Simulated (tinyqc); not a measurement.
Inverse iteration on a symmetric matrix, step by step. Computed by tinyqc, a small Python program that keeps every step. Settings: method = inverse, shift = 0.39. Command: `OMP_NUM_THREADS=1 python tinyqc.py 22738 22739 out.jsonl` (the two numbers bound the seeds that draw the settings). One thread of a shared host (Intel(R) Xeon(R) Processor @ 2.60GHz), about 0.01 s of CPU time with the checks.

A, lower triangle:
```
           1         2          3          4          5         6
1   1.850000
2   0.282000  2.643000
3   0.157000  0.049000   3.228000
4   0.388000  0.073000  -0.755000   3.382000
5  -0.542000  0.532000  -0.801000   0.022000   4.288000
6   0.019000  0.387000  -0.865000  -0.495000  -0.387000  5.499000
```

Stop when the residual |A v - lambda v| is below 1e-9.

Steps:
```
step      lambda  residual
1     2.22466356  6.91e-01
2     1.89410345  4.56e-01
3     1.73073953  2.99e-01
4     1.64960370  2.08e-01
5     1.60301505  1.58e-01
6     1.57307817  1.26e-01
7     1.55334803  1.01e-01
8     1.54056612  8.08e-02
9     1.53248823  6.38e-02
10    1.52748608  5.00e-02
11    1.52443218  3.90e-02
12    1.52258477  3.02e-02
13    1.52147361  2.34e-02
14    1.52080762  1.81e-02
15    1.52040930  1.40e-02
16    1.52017138  1.08e-02
17    1.52002937  8.36e-03
18    1.51994465  6.46e-03
19    1.51989412  4.99e-03
20    1.51986399  3.85e-03
21    1.51984602  2.97e-03
22    1.51983531  2.30e-03
23    1.51982892  1.77e-03
24    1.51982511  1.37e-03
25    1.51982284  1.06e-03
26    1.51982149  8.16e-04
27    1.51982068  6.30e-04
28    1.51982020  4.87e-04
29    1.51981991  3.76e-04
30    1.51981974  2.90e-04
```

Can the last value be used, and what does the course show?

Not by the stop rule, although the second column moves by less than 1e-06 over the last three steps. Not converged in 30 steps: the residual falls only by the ratio of the two smallest distances of eigenvalues from the shift, 0.77 a step. all eigenvalues, for comparison: 1.519819  1.853252  2.854380  3.849303  4.954607  5.858639.
